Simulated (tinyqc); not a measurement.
Comparisons within one model: finite square well with mass mismatch (envelope functions). A value that a table varies takes the place of the one given here.

A square well of width L and depth V0, mass mw inside and mb outside, energies from the bottom of the well, c = hbar^2/2m0. k = sqrt(mw E/c), kappa = sqrt(mb (V0 - E)/c). psi and psi'/m are continuous at the walls (BenDaniel-Duke), so level n solves k L + 2 atan[(k/mw)/(kappa/mb)] = n pi.

Non-parabolic bands: mw is replaced by mw (1 + alpha_w E) and mb by mb (1 - alpha_b (V0 - E)), in k, kappa and the matching condition alike.

Constants: hbar^2/2m0 = 3.80998211 eV angstrom^2.

Values chosen for the exercise (near those of an InGaAs well in InAlAs; not measured data): V0 = 0.549 eV (barrier height); mw = 0.041 m0 (mass in the well); mb = 0.0759 m0 (mass in the barrier); Ls = (20, 26, 32, 40, 50, 62, 78) angstrom (widths); L = 172 angstrom (well width); alpha_w = 1.09 1/eV (non-parabolicity in the well); alpha_b = 0.2 1/eV (non-parabolicity in the barrier).

## Width of the well

Levels against L, beside the infinite well E1(hard) = c (pi/L)^2/mw; Pb is the probability of level 1 in the barriers; a dash marks an unbound level.

Levels:
```
L (angstrom)  bound levels  E1 (eV)  E2 (eV)  E1(hard) (eV)     Pb
20                       1   0.3083        -         2.2929  0.362
26                       1   0.2509        -         1.3567  0.261
32                       1   0.2075        -         0.8957  0.195
40                       1   0.1649        -         0.5732  0.137
50                       2   0.1279   0.4912         0.3669  0.094
62                       2   0.0979   0.3903         0.2386  0.063
78                       2   0.0719   0.2899         0.1507  0.040
```

The infinite well overestimates E1 by a factor 7.44 at 20 angstrom and 2.10 at 78 angstrom. The local exponent d ln E1/d ln L goes from -0.79 (first two rows) to -1.34 (last two), towards the -2 of hard walls, as Pb falls from 0.362 to 0.040. E2 - E1 is largest at 50 angstrom of the widths listed.

## Levels of description

The same well five ways. mb = mw: the barrier takes the mass of the well. psi' continuous: kappa holds mb but the condition drops the masses, k L + 2 atan(k/kappa) = n pi. The last column is measured against BenDaniel-Duke.

Levels (eV):
```
model                E1      E2      E3  E1 - E1(BDD) (meV)
infinite walls   0.0310  0.1240  0.2790                 9.6
mb = mw          0.0233  0.0928  0.2063                 2.0
BenDaniel-Duke   0.0214  0.0857  0.1936                 0.0
psi' continuous  0.0250  0.0992  0.2188                 3.7
non-parabolic    0.0214  0.0818  0.1719                 0.0
```

Hard walls put E1 9.6 meV too high. Ignoring the mass step moves it by +2.0 meV and the wrong matching by +3.7 meV: with mb/mw = 1.85, continuity of psi'/m lets the slope outside be 1.85 times the slope inside, which acts like a softer wall. Non-parabolicity shifts E1 by 0.0 meV, the balance of a heavier mass in the well, which lowers it, and a lighter mass deep in the barrier, which hardens the wall. Among the finite wells the largest departure in E1 is that of the model 'psi' continuous'.

## What each parameter does

Parabolic bands. Pb is the probability of level 1 in the barriers, (A^2/kappa)/(A^2/kappa + L/2 + sin(kL)/(2k)) with A = cos(kL/2). Each row changes one parameter from the base and keeps the others.

Results:
```
case              E1 (eV)  bound levels      Pb  V0 - E1 (eV)
base               0.0214             5  0.0066        0.5276
L = 189 angstrom   0.0182             5  0.0052        0.5308
V0 = 0.467 eV      0.0208             4  0.0080        0.4462
mw = 0.0369 m0     0.0229             4  0.0076        0.5261
mb = 0.0607 m0     0.0221             5  0.0063        0.5269
```

The largest shifts from the base row, up to three for each result and ties (the steps differ in size, so this ranks the rows, not the parameters). E1 (eV): L -0.0031, mw +0.0015, mb +0.0008. bound levels: V0 -1, mw -1; unchanged at the printed digits by L and mb. Pb: V0 +0.0014, L -0.0014, mw +0.0011. V0 - E1 (eV): V0 -0.0814, L +0.0031, mw -0.0015.

(tinyqc, `OMP_NUM_THREADS=1 python tinyqc.py 1280101 1280102 out.jsonl`, Intel(R) Xeon(R) Processor @ 2.30GHz, 1 thread, shared host, about 0.01 s.)
